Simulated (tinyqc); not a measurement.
# Gain of the pnp from the holding current

Question. On state with both base-emitter voltages at Von: npn base current Ib = (Von/Rs + bp Von/Rw)/(bn bp - 1), holding current Ih = (bn + 1) Ib + Von/Rs. Find bp.

Values chosen for this exercise: current gain of the npn bn = 10.5; substrate resistance shunting the npn Rs = 1700 ohm; well resistance shunting the pnp Rw = 240 ohm; base-emitter voltage in the on state Von = 0.77 V.

Ih = 4.1742667 mA

Answer. Ih gives Ib, and Ib (bn bp - 1) = Von/Rs + bp Von/Rw is linear in bp.

bp = 4.100

Numbers from tinyqc (`OMP_NUM_THREADS=1 python tinyqc.py 2670034 2670035 out.jsonl`; about 0.06 s on one thread of a shared Intel Xeon 2.30GHz).
